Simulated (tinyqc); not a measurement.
Avalanche multiplication and breakdown of a junction from ionisation integrals: one step, computed by the program tinyqc. Command: `OMP_NUM_THREADS=1 python tinyqc.py 3019905 3019906 out.jsonl impact walk`. One thread of a shared host (Intel(R) Xeon(R) Processor @ 2.30GHz), about 0.01 s of CPU time with the checks.

Ionisation coefficients follow the local field. Position x runs through the depletion layer from the p side (x = 0), where electrons enter, to the n side (x = w), where holes enter. The built-in voltage is neglected.

Question. Coefficients at the critical field. alpha_n = a_n exp(-(b_n/F)^c), alpha_p = a_p exp(-(b_p/F)^c).

Inputs (values chosen for the exercise, modelled on germanium):
```
quantity                   value  unit
electron prefactor a_n  1.69e+07  1/cm
electron field b_n      1.53e+06  V/cm
hole prefactor a_p      9.42e+06  1/cm
hole field b_p          1.27e+06  V/cm
exponent c                     1     -
```

Junction: linearly graded.

critical field F_m = 0.2113722 MV/cm

Give: alpha_n; alpha_p; ratio k = alpha_p/alpha_n; shorter ionisation length.

Answer.

alpha_n = 12142 1/cm

alpha_p = 23155 1/cm

ratio k = alpha_p/alpha_n = 1.907

shorter ionisation length = 0.4319 micrometre

Holes ionise more readily at the peak field.
